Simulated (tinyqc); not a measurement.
Implant damage, amorphisation by cascade overlap, and solid-phase epitaxial regrowth: one step, computed by the program tinyqc.

Range and width of the damage are inputs. Dynamic annealing enters only through the surviving share f.

Problem. Isothermal regrowth. v = v0 x orientation factor x exp(-E_a/(k_B T)) x [1 + (enhancement - 1) exp(-(z - R_d)^2/(2 s_d^2))], T = anneal temperature + 273.15 K; the dopant is taken to follow the damage profile; the lower front moves from the lower edge z2 to the surface, or to the middle (z1 + z2)/2 of a buried layer with upper edge z1; time = int dz/v; the equivalent undoped distance is that time times the undoped velocity.

Inputs (values chosen for the exercise, modelled on fluorine ions in silicon):

| quantity | value | unit |
|---|---|---|
| depth of the damage peak R_d | 8.2 | nm |
| width of the damage profile s_d | 5.4 | nm |
| regrowth prefactor v0 | 5.3e+15 | nm/s |
| regrowth energy E_a | 2.7 | eV |
| anneal temperature | 659 | C |
| rate relative to (100) | 0.04 | - |
| peak enhancement by the dopant | 9 | - |

lower edge = 19.31309 nm

upper edge = 0 nm

Constants: k_B = 8.617333262e-05 eV/K.

Give: undoped velocity; distance to regrow; time without enhancement; equivalent undoped distance; time with enhancement.

Solution.

undoped velocity = 0.5351 nm/s

distance to regrow = 19.31 nm

time without enhancement = 36.09 s

equivalent undoped distance = 3.759 nm

time with enhancement = 7.025 s

The rate doubles for each 19 K or so near this temperature. Caution: regrowth on (111) is not only slow but leaves twins, which a single velocity does not describe.
